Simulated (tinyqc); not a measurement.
Worked calculation: shallow acceptor in the spherical model (Baldereschi-Lipari), strong spin-orbit limit. Computed by tinyqc, a small Python program that keeps every step. Command: `OMP_NUM_THREADS=1 python tinyqc.py 3008570 3008571 out.jsonl acceptor walk`. One thread of a shared host (Intel(R) Xeon(R) Processor @ 2.30GHz), about 0.01 s of CPU time with the checks. Intermediate numbers are printed to about 5 digits and carried at full precision; extremes and crossings named in words are read from the listed rows.

The 1S(3/2) state has an s envelope f(r) and a d envelope g(r). In effective units they obey -(f'' + 2f'/r + 2f/r) + mu (g'' + 5g'/r + 3g/r^2) = E f and -(g'' + 2g'/r - 6g/r^2 + 2g/r) + mu (f'' - f'/r) = E g. The cubic term, the split-off band and the central cell are left out.

Inputs (values chosen for the exercise, for a model semiconductor):
```
quantity                  value  unit
Luttinger gamma_1          20.5     -
Luttinger gamma_2           1.5     -
Luttinger gamma_3          3.59     -
dielectric constant eps    16.9     -
functions per channel n       2     -
smallest exponent zeta_1    1.2  1/a*
ratio beta of exponents     2.7     -
```

Constants: Ry = 13.605693123 eV; a_0 = 0.529177210903 angstrom.

## Effective units and couplings

Ry* = Ry/(gamma_1 eps^2), a* = a_0 eps gamma_1, mu = (6 gamma_3 + 4 gamma_2)/(5 gamma_1), delta = (gamma_3 - gamma_2)/gamma_1; spherical masses 1/(gamma_1 (1 - mu)) (heavy) and 1/(gamma_1 (1 + mu)) (light).

Ry* = 2.3238 meV

a* = 183.33 angstrom

mu = 0.26868

delta = 0.10195

heavy-hole mass = 0.066702 m_0

light-hole mass = 0.038450 m_0

## Matrices in a small basis

zeta_i = zeta_1 beta^(i-1), i = 1..n, in both channels. Basis: f_i = exp(-zeta_i r), g_i = r exp(-zeta_i r), weight r^2 dr, s = zeta_i + zeta_j. S_ff = 2/s^3, H_ff = zeta_i zeta_j S_ff - 2/s^2; S_gg = 24/s^5, H_gg = 8/s^3 + 24 zeta_i zeta_j/s^5 - 12/s^4; H(f_i, g_j) = mu (6 zeta_i^2/s^4 + 2 zeta_i/s^3); S_fg = 0. Each function is normalised by sqrt(S_ii).

H (Ry*), lower triangle (symmetric):
```
          f1      f2      g1       g2
f1     -0.96
f2  -0.38678  4.0176
g1   0.55845  1.3478    2.16
g2   0.76526  4.0711  4.5544  21.2544
```

S, lower triangle (symmetric):
```
        f1      f2      g1      g2
f1  1.0000
f2  0.7007  1.0000
g1  0.0000  0.0000  1.0000
g2  0.0000  0.0000  0.5528  1.0000
```

## Lowest level in the small basis

H c = E S c with c^T S c = 1 and the largest component positive; the d weight is the part of the norm in g.

E = -1.0626 Ry*

coefficients: f1 1.0077, f2 -0.0335, g1 -0.1822, g2 0.0135

d weight = 0.030663

## Converged levels

Large basis: zeta_i = 0.08 x 1.55^(i-1), i = 1..20 in each channel; overlap eigenvalues below 1e-11 are dropped. Binding energies are -E Ry*; the mass that fits is E(1S) eps^2/Ry.

1S(3/2) binding in Ry* = 1.0699

1S(3/2) binding energy = 2.4861 meV

2S(3/2) binding energy = 0.64266 meV

d weight of 1S(3/2) = 0.030869

Hydrogenic mass that fits = 0.052188 m_0

The small basis recovers 99.3 % of the binding. The ratio 2S/1S is 0.259 against the hydrogenic 0.25. The fitted mass is 78 % of the heavy-hole mass.

## One mass for the acceptor?

Hydrogenic binding Ry m/eps^2; the density-of-states mass is (m_H^(3/2) + m_L^(3/2))^(2/3); errors are against the large basis.

1S binding energy:
```
mass                     value (m_0)  binding (meV)  error (%)
light hole                  0.038450         1.8316    -26.325
1/gamma_1                   0.048780         2.3238     -6.529
mean of heavy and light     0.052576         2.5046      0.744
heavy hole                  0.066702         3.1775     27.812
density of states           0.084966         4.0475     62.807
```

The coupled result, 2.49 meV, lies between the 1/gamma_1 value (no coupling) and the heavy-hole value; the closest single rule here is "mean of heavy and light", off by +0.7 %.

## Binding against mu

The formulas are those given above.

1S(3/2):
```
mu     binding (Ry*)  d weight  binding x (1 - mu)
0.081         1.0059   0.00278             0.92445
0.100         1.0091   0.00424             0.90817
0.160         1.0236   0.01087             0.85982
0.270         1.0706   0.03118             0.78153
0.500         1.2985   0.10979             0.64927
0.800         2.5802   0.29828             0.51604
0.900         4.7683   0.38818             0.47683
0.950         9.1447   0.44002             0.45723
```

The binding grows from 1.006 to 9.14 Ry*, slowly at first (second order in mu), while the d weight rises to 0.44. The last column, the binding in units of the heavy-hole Rydberg, falls to 0.457, towards about 0.44 as mu tends to 1.

Checks made by the program: mu = 0 against hydrogen, 1 and 1/4 (relative difference 4e-06); the coupling element from the adjoint operator (relative difference below 1e-10).
